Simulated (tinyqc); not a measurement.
Energy against coordination: Gupta-type many-body potential for a metal. Computed by tinyqc, a small Python program. Command: `OMP_NUM_THREADS=1 python tinyqc.py 3002126 3002127 out.jsonl gupta walk`. One thread of a shared host (Intel(R) Xeon(R) Processor @ 2.30GHz), about 0.01 s of CPU time with the checks.

E_i = sum_j A exp(-p (r_ij/r0 - 1)) - xi rho_i^gamma, with rho_i = sum_j exp(-2 q (r_ij/r0 - 1)); gamma = 1/2 is the tight-binding second-moment form. The crystal is fcc unless stated; d is the neighbour distance and a fixed number of shells is kept.

Inputs (values chosen for the exercise, modelled on lead):
```
quantity                   value      unit
repulsion A               0.0934        eV
hopping xi                 0.923        eV
decay p                     9.74         -
decay q                     3.73         -
reference distance r0      3.501  angstrom
embedding exponent gamma     0.5         -
```

Method. Nearest neighbours only, z equal bonds relaxed to their best length: r/r0 = 1 + ln[A p z^(1 - gamma)/(2 q gamma xi)]/(p - 2 q gamma), E = z A exp(-p (r/r0 - 1)) - xi [z exp(-2 q (r/r0 - 1))]^gamma.

Relaxed bonds:
```
z   r (angstrom)  E per atom (eV)  E/z (eV)
1         2.7257          -1.3009   -1.3009
2         2.9276          -1.4837   -0.7419
3         3.0457          -1.6023   -0.5341
4         3.1295          -1.6922   -0.4230
6         3.2476          -1.8275   -0.3046
8         3.3314          -1.9300   -0.2412
9         3.3657          -1.9736   -0.2193
12        3.4495          -2.0842   -0.1737
```

What does the comparison show, and why?

Bonds lengthen from 2.726 to 3.449 angstrom between z = 1 and 12, and |E| grows as z^0.190, the exponent gamma (p - 2q)/(p - 2 q gamma) = 0.190; pair bonds would give z^1 at a fixed length.

Extremes, crossings and ranges named in words are read from the listed rows.
